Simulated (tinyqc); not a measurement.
# Changing the preheat temperature T0

Model: millisecond and nanosecond annealing: surface heating, thermal budget and solid-phase regrowth. Computed by tinyqc, a small Python program. Command: `OMP_NUM_THREADS=1 python tinyqc.py 3028808 3028809 out.jsonl flash sweep`. One thread of a shared host (Intel(R) Xeon(R) Processor @ 2.30GHz), about 0.02 s of CPU time with the checks.

A square pulse heats the surface of a thick wafer with constant thermal properties; losses by radiation are neglected and silicon melts at 1414 C.

Inputs (values chosen for the exercise, modelled on hot silicon with boron): incident fluence = 100 J/cm^2; pulse length t_p = 0.01 s; reflectance R = 0.51; thermal conductivity k = 0.29 W/(cm K); heat capacity per volume c = 2.22 J/(cm^3 K); wafer thickness d = 775 um; dopant prefactor D0 = 0.878 cm^2/s; dopant activation energy E = 3.52 eV; regrowth prefactor v0 = 5.9e+08 cm/s; regrowth energy E_v = 2.72 eV.

Source: flash lamp.

Constants: k_B = 8.617333262e-05 eV/K.

Method:
- Absorbed flux q = (1 - R) fluence/t_p; kappa = k/c. With f(z, t) = (2 q/k) sqrt(kappa t) ierfc(z/(2 sqrt(kappa t))), ierfc(x) = exp(-x^2)/sqrt(pi) - x erfc(x): T = T0 + f(z, t) during the pulse and T0 + f(z, t) - f(z, t - t_p) after it.
- At the surface the rise at the end of the pulse is 2 q sqrt(t_p/(pi k c)); the fluence that just melts the surface scales with (1414 - T0).
- Temperatures in kelvin are T(C) + 273.15.
- Integrate exp(-E/(k_B T(t))) at the surface from 0 to 10 t_p (Gauss-Legendre, 60 points in sqrt(t) up to t_p and 60 in sqrt(t - t_p) after it). (Dt) = D0 x integral with E; regrowth = v0 x integral with E_v; effective time = integral/exp(-E/(k_B T_peak)).

One run for each value; columns: (1) preheat temperature T0 (C); (2) peak temperature (C); (3) diffusion length 2 sqrt(Dt) (nm); (4) effective time over t_p; (5) fluence at the melting threshold (J/cm^2):
```
(1)     (2)     (3)      (4)     (5)
420  1109.1  0.2578  0.12923  144.25
460  1149.1  0.4020  0.13685  138.44
500  1189.1  0.6123  0.14472  132.64
540  1229.1  0.9129  0.15286  126.83
580  1269.1  1.3341  0.16129  121.03
620  1309.1  1.9143  0.17000  115.22
660  1349.1  2.7008  0.17903  109.42
700  1389.1  3.7510  0.18841  103.61
```

Describe and explain the trends.

Over the rows, peak temperature (C) rises from 1110 to 1390; diffusion length 2 sqrt(Dt) (nm) rises from 0.258 to 3.75; effective time over t_p rises from 0.129 to 0.188. At fixed fluence the rise is fixed, so the peak follows T0 one to one and the diffusion length follows it exponentially. Left out: 740 (the surface melts).

Caution (all rows): heat reaches the back of the wafer, which is no longer thick. Caution (all rows): equilibrium diffusivities are used; implant damage enhances diffusion, and k and c vary with temperature.

Extremes, crossings and ranges named in words are read from the listed rows.
